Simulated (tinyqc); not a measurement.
RHF in the sto-3g basis, for H2, spin multiplicity 1, step by step. One step of it, computed by the program tinyqc.

Question. Iteration 2: building the Fock matrix. J_ij = sum D_kl (ij|kl), K_ij = sum D_kl (ik|jl); F = H + J - 0.5 K; E = tr D H + tr D J / 2 - 0.25 tr D K + E_nn.

D after iteration 1, order 1H 1s, 2H 1s:
```
[[0.643727, 0.643727],
 [0.643727, 0.643727]]
```

core Hamiltonian H = T + V (hartree), order 1H 1s, 2H 1s:
```
[[-1.024704, -0.775781],
 [-0.775781, -1.024704]]
```

Two-electron integrals (ij|kl) in chemists' order, unique and non-zero (hartree):
```
(11|11) 0.774606   (21|11) 0.354867   (21|21) 0.200877   (22|11) 0.509703
(22|21) 0.354867   (22|22) 0.774606
```

nuclear repulsion = 0.58408081 hartree

Give: Coulomb J; exchange K; Fock matrix F; total energy of this density.

Answer.

Coulomb J (hartree), order 1H 1s, 2H 1s:
```
[[1.284, 0.715],
 [0.715, 1.284]]
```

exchange K (hartree), order 1H 1s, 2H 1s:
```
[[1.085, 0.914],
 [0.914, 1.085]]
```

Fock matrix F (hartree), order 1H 1s, 2H 1s:
```
[[-0.283, -0.517],
 [-0.517, -0.283]]
```

total energy of this density = -1.09052 hartree
